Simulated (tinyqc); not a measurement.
Warping of the constant-energy contours: six-band Luttinger-Kohn model.

Six-band Luttinger-Kohn model in the basis |3/2,3/2>, |3/2,1/2>, |3/2,-1/2>, |3/2,-3/2>, |1/2,1/2>, |1/2,-1/2>, electron energies, zero at the top of the unstrained valence band. H = -[rows: (P+Q, -S, R, 0, -S/r2, r2 R); (-S*, P-Q, 0, R, -r2 Q, r32 S); (R*, 0, P-Q, S, r32 S*, r2 Q); (0, R*, S*, P+Q, -r2 R*, -S*/r2); (-S*/r2, -r2 Q, r32 S, -r2 R, P+Dso, 0); (r2 R*, r32 S*, r2 Q, -S/r2, 0, P+Dso)], r2 = sqrt(2), r32 = sqrt(3/2). Levels are twofold.

P = c g1 k^2 - av tr(e); Q = c g2 (kx^2 + ky^2 - 2 kz^2) - (b/2)(exx + eyy - 2 ezz); R = c sqrt3 [-g2 (kx^2 - ky^2) + 2i g3 kx ky] + (sqrt3/2) b (exx - eyy) - i d exy; S = 2 c sqrt3 g3 (kx - i ky) kz - d (exz - i eyz); c = hbar^2/2m0, e the strain tensor (not engineering shear).

Constants: hbar^2/2m0 = 3.80998211 eV angstrom^2.

Parameters, chosen for this exercise (near those of Ge; the results hold for these values, not for the real material): Dso = 0.298 eV (spin-orbit splitting); g1 = 13.56 (Luttinger gamma1); g2 = 4.26 (gamma2); g3 = 5.64 (gamma3); E_h = 5 meV (hole energy below the top).

No strain (e = 0). In the plane kz = 0, |k| where the top and second pairs lie E_h below the top, against the angle from [100]; m = c k^2/E_h.

Contours:
```
angle (degrees)  k top (1/angstrom)  k second (1/angstrom)  m top (m0)  m second (m0)
0                            0.0161                 0.0077       0.198          0.046
9                            0.0165                 0.0077       0.208          0.045
18                           0.0176                 0.0076       0.236          0.044
27                           0.0192                 0.0075       0.280          0.043
36                           0.0207                 0.0074       0.327          0.042
45                           0.0214                 0.0074       0.349          0.042
```

The heavy contour reaches 1.326 times as far along [110] as along [100], the light one 0.956 times. The warping follows g3 - g2 = 1.38 and would vanish for g2 = g3. Along [100] the heavy mass is 1/(g1 - 2 g2) = 0.198 at any energy, while the light one is 0.0455, against 1/(g1 + 2 g2) = 0.0453 at the edge, for E_h/Dso = 0.02.

(tinyqc, `OMP_NUM_THREADS=1 python tinyqc.py 1050086 1050087 out.jsonl`, Intel(R) Xeon(R) Processor @ 2.30GHz, 1 thread, shared host, about 0.03 s.)
